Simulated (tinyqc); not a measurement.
## All-pass ring resonator: line shape, cold and heated

A ring of length L = 2 pi Rr coupled to one bus waveguide: round-trip amplitude a = 10^(-al L/20), self-coupling t = sqrt(1 - k2). At detuning d from the resonance the round-trip phase is p = 2 pi d/FSR and the transmission T = (a^2 - 2 a t cos p + t^2)/(1 - 2 a t cos p + a^2 t^2). Lossless coupler, linear absorption only.

FSR = lam^2/(ng L). The lost power (1 - T) Pin heats the ring by Rt fa (1 - T) Pin and shifts the resonance to longer wavelength by s = (lam dT/ng) times that rise; d = dl - s. The hot columns give T for the smallest and the largest self-consistent shift.

Parameters, values chosen for the exercise; values close to those of silicon waveguides: cold resonance wavelength lam = 1310 nm; ring radius Rr = 15 um; group index ng = 4.01; propagation loss al = 45 dB/cm; power coupling k2 = 0.043; thermo-optic change of the effective index dT = 0.00017 1/K; thermal resistance Rt = 3.7 K/mW; share of the loss that heats the ring fa = 0.53; input power Pin = 0.55 mW.

Results:
```
dl (pm),"T, cold",roots,smallest s (pm),T there,largest s (pm),T there 
-150,0.9104,1,5.056,0.9156,5.056,0.9156
-82,0.7598,1,11.78,0.8033,11.78,0.8033
-41,0.4784,1,20.85,0.6519,20.85,0.6519
0,0.1438,1,34.97,0.4162,34.97,0.4162
61,0.6462,1,48.32,0.1933,48.32,0.1933
92,0.7974,1,16.02,0.7326,16.02,0.7326
130,0.8848,1,7.654,0.8722,7.654,0.8722
180,0.9356,1,4.018,0.9329,4.018,0.9329
260,0.9677,1,1.961,0.9673,1.961,0.9673
```

Estimate the missing row, dl = 31 pm.

Computed row:
```
dl (pm),"T, cold",roots,smallest s (pm),T there,largest s (pm),T there 
31,0.3736,1,46.82,0.2184,46.82,0.2184
```

With this row back in the table: The cold line has FWHM = 102 pm and its dip at dl = 0; heated, the deepest listed dip lies at dl = 61 pm, and the largest possible shift is 51.3 pm, 0.50 FWHM. No listed row is bistable.

Computed by the program tinyqc: `OMP_NUM_THREADS=1 python tinyqc.py 2650113 2650114 out.jsonl`, one thread of a shared Intel Xeon 2.30GHz, about 0.01 s for the whole run.
